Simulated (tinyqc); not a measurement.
Five-frequency model of solute diffusion by vacancies in an fcc metal. Changing the barrier E1 (vacancy circles the solute). Computed by tinyqc, a small Python program. Command: `OMP_NUM_THREADS=1 python tinyqc.py 3017955 3017956 out.jsonl fivefreq sweep`. One thread of a shared host (Intel(R) Xeon(R) Processor @ 2.30GHz), about 0.01 s of CPU time with the checks.

A vacancy next to the solute exchanges with it (w2), jumps to one of 4 sites that also neighbour the solute (w1) or to one of 7 that do not (w3); w4 is the reverse of w3 and w0 the host jump.

Inputs (values chosen for the exercise, for a model solute in a host close to gold):
```
quantity                                      value      unit
barrier E0 (host jump)                        0.675        eV
barrier E2 (exchange)                         0.501        eV
barrier E3 (dissociation)                     0.814        eV
binding energy E_b (positive for attraction)   0.18        eV
vacancy formation energy E_f                  0.914        eV
formation entropy S_f                           1.9       k_B
attempt frequency nu                            3.6       THz
lattice constant a                             4.08  angstrom
temperature T                                   594         K
```

Constants: k_B = 8.617333262e-05 eV/K.

Method:
- w_i = nu exp(-E_i/(k_B T)); detailed balance gives E4 = E3 - E_b.
- Manning: with y = w4/w0, 7F = 7 - (10 y^4 + 180.5 y^3 + 927 y^2 + 1341 y)/(2 y^4 + 40.2 y^3 + 254 y^2 + 597 y + 436); f2 = (2 w1 + 7F w3)/(2 w2 + 2 w1 + 7F w3).
- The mean cosine between successive solute jumps follows from f2 = (1 + c)/(1 - c).
- c_v = exp(S_f - E_f/(k_B T)); host D0 = a^2 c_v w0 x 0.7815; solute D2 = a^2 c_v exp(E_b/(k_B T)) w2 f2; 1 angstrom^2 = 1e-16 cm^2.

One run for each value:
```
barrier E1 (vacancy circles the solute) (eV)  correlation factor f2  ratio D2/D0
0.38                                                        0.91407       1179.1
0.48                                                        0.60189        776.4
0.58                                                        0.17919        231.1
0.68                                                        0.03376         43.5
0.78                                                        0.00886         11.4
0.88                                                        0.00523          6.7
0.98                                                        0.00471          6.1
1.10                                                        0.00464          6.0
```

Over the rows, correlation factor f2 falls from 0.914 to 0.00464 (exponent d ln y / d ln x -1.8 between the first rows and -0.14 between the last); ratio D2/D0 falls from 1180 to 5.98 (exponent d ln y / d ln x -1.8 between the first rows and -0.14 between the last). Fast circling randomises the direction of the next exchange; when w1 freezes, escape through w3 is the only way left and f2 levels off.
